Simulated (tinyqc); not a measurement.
A longer run and its error bar: q-state Potts model on a small periodic square lattice: enumeration, Metropolis, heat-bath and Wolff steps. Computed by tinyqc, a small Python program. Command: `OMP_NUM_THREADS=1 python tinyqc.py 3112657 3112658 out.jsonl potts walk`. One thread of a shared host (Intel(R) Xeon(R) Processor @ 2.30GHz), about 0.03 s of CPU time with the checks.

E = -J x (number of nearest-neighbour bonds with equal states); n x n sites with periodic edges have 2 n^2 bonds. Order parameter m = (q f - 1)/(q - 1), f being the largest share of one state. Sites are numbered row by row from 0. Here q = 3 and n = 3.

Inputs (values chosen for the exercise, for a model of domains or grain orientations):

| quantity | value | unit |
|---|---|---|
| number of states q | 3 | - |
| edge n | 3 | - |
| coupling J | 72 | meV |
| temperature T | 1150 | K |
| seed | 97992 | - |

Update: Wolff cluster.

Constants: k_B = 8.617333262e-05 eV/K.

Method:
- K = J/(k_B T); the infinite square lattice orders at K_c = ln(1 + sqrt(q)); Wolff bond probability p = 1 - exp(-K).
- All q^(n^2) states are counted by their number b of equal bonds; weights g(b) exp(K b), K = J/(k_B T). Per site: u = -J <b>/n^2, c/k_B = K^2 (<b^2> - <b>^2)/n^2.
- ln Z = ln sum g(b) exp(K b); entropy per site s/k_B = (ln Z - K <b>)/n^2.
- After 400 updates are discarded, b is recorded for 4000 cluster flips of the update named (random numbers not printed, so these rows are one sample). Records are averaged in blocks; the error is the scatter of block means over sqrt(number of blocks), and the last column its square over that for single records.

start states:
```
   1  2  3
1  1  0  1
2  2  2  2
3  0  2  1
```

K = 0.726544

p = 0.516423

<b> = 11.7531

Blocking:

| block length | mean b | error | variance ratio |
|---|---|---|---|
| 1 | 11.7265 | 0.06189 | 1.0000 |
| 4 | 11.7265 | 0.09924 | 2.5716 |
| 16 | 11.7265 | 0.12727 | 4.2296 |
| 40 | 11.7265 | 0.13781 | 4.9592 |
| 100 | 11.7265 | 0.11824 | 3.6507 |

What does the comparison show, and why?

The run gives 11.726 +/- 0.138 (blocks of 40) against the exact 11.753, a difference of 0.2 error bars. Single records understate the error by a factor of about 2.2, because successive records are correlated.

Extremes, crossings and ranges named in words are read from the listed rows.
